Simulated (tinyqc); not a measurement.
ROHF in the 6-31g basis, for H2-, spin multiplicity 2, step by step. The basis has no diffuse functions, so it cannot describe the extra electron: this is an exercise in the method, not the real anion. One step of it, computed by the program tinyqc.

Problem. Iteration 3: building the Fock matrix. J_ij = sum D_kl (ij|kl) with D = D(alpha) + D(beta), K_ij = sum D_kl (ik|jl) for each spin; F = H + J - K(s); E = tr D H + tr D J / 2 - 0.5 sum_s tr D(s) K(s) + E_nn.

D(alpha) after iteration 2:
```
           1H 1s      1H 2s      2H 1s      2H 2s
1H 1s   0.095204   0.281399  -0.003374  -0.100685
1H 2s   0.281399   0.918285  -0.100685  -0.562653
2H 1s  -0.003374  -0.100685   0.095204   0.281399
2H 2s  -0.100685  -0.562653   0.281399   0.918285
```

D(beta) after iteration 2:
```
          1H 1s     1H 2s     2H 1s     2H 2s
1H 1s  0.045915  0.090357  0.045915  0.090357
1H 2s  0.090357  0.177816  0.090357  0.177816
2H 1s  0.045915  0.090357  0.045915  0.090357
2H 2s  0.090357  0.177816  0.090357  0.177816
```

core Hamiltonian H = T + V (hartree):
```
           1H 1s      1H 2s      2H 1s      2H 2s
1H 1s  -0.644652  -0.737164  -0.183696  -0.371648
1H 2s  -0.737164  -0.771333  -0.371648  -0.542675
2H 1s  -0.183696  -0.371648  -0.644652  -0.737164
2H 2s  -0.371648  -0.542675  -0.737164  -0.771333
```

Two-electron integrals (ij|kl) in chemists' order, unique and non-zero (hartree):
```
(11|11) 1.076566   (21|11) 0.578470   (21|21) 0.329423   (22|11) 0.587396
(22|21) 0.361304   (22|22) 0.453150   (31|11) 0.059925   (31|21) 0.036181
(31|22) 0.043347   (31|31) 0.006753   (32|11) 0.126848   (32|21) 0.081339
(32|22) 0.110721   (32|31) 0.017266   (32|32) 0.056216   (33|11) 0.386459
(33|21) 0.253051   (33|22) 0.364751   (33|31) 0.059925   (33|32) 0.229034
(33|33) 1.076566   (41|11) 0.229034   (41|21) 0.131933   (41|22) 0.147364
(41|31) 0.017266   (41|32) 0.039965   (41|33) 0.126848   (41|41) 0.056216
(42|11) 0.297459   (42|21) 0.186103   (42|22) 0.242640   (42|31) 0.028919
(42|32) 0.083113   (42|33) 0.297459   (42|41) 0.083113   (42|42) 0.154467
(43|11) 0.253051   (43|21) 0.164890   (43|22) 0.235401   (43|31) 0.036181
(43|32) 0.131933   (43|33) 0.578470   (43|41) 0.081339   (43|42) 0.186103
(43|43) 0.329423   (44|11) 0.364751   (44|21) 0.235401   (44|22) 0.332008
(44|31) 0.043347   (44|32) 0.147364   (44|33) 0.587396   (44|41) 0.110721
(44|42) 0.242640   (44|43) 0.361304   (44|44) 0.453150
```

nuclear repulsion = 0.38710842 hartree

Give: Coulomb J; exchange K(alpha); exchange K(beta); F(alpha); F(beta); total energy of this density.

Solution.

Coulomb J (hartree):
```
        1H 1s   1H 2s   2H 1s   2H 2s
1H 1s  1.6372  0.9944  0.1433  0.4272
1H 2s  0.9944  1.2502  0.4272  0.7727
2H 1s  0.1433  0.4272  1.6372  0.9944
2H 2s  0.4272  0.7727  0.9944  1.2502
```

exchange K(alpha) (hartree):
```
        1H 1s   1H 2s   2H 1s   2H 2s
1H 1s  0.5903  0.4982  0.0815  0.2117
1H 2s  0.4982  0.5114  0.2117  0.3199
2H 1s  0.0815  0.2117  0.5903  0.4982
2H 2s  0.2117  0.3199  0.4982  0.5114
```

exchange K(beta) (hartree):
```
        1H 1s   1H 2s   2H 1s   2H 2s
1H 1s  0.3263  0.3123  0.1672  0.2396
1H 2s  0.3123  0.3535  0.2396  0.3121
2H 1s  0.1672  0.2396  0.3263  0.3123
2H 2s  0.2396  0.3121  0.3123  0.3535
```

F(alpha) (hartree):
```
         1H 1s    1H 2s    2H 1s    2H 2s
1H 1s   0.4022  -0.2410  -0.1219  -0.1562
1H 2s  -0.2410  -0.0325  -0.1562  -0.0898
2H 1s  -0.1219  -0.1562   0.4022  -0.2410
2H 2s  -0.1562  -0.0898  -0.2410  -0.0325
```

F(beta) (hartree):
```
         1H 1s    1H 2s    2H 1s    2H 2s
1H 1s   0.6662  -0.0551  -0.2076  -0.1841
1H 2s  -0.0551   0.1254  -0.1841  -0.0821
2H 1s  -0.2076  -0.1841   0.6662  -0.0551
2H 2s  -0.1841  -0.0821  -0.0551   0.1254
```

total energy of this density = -0.948006 hartree
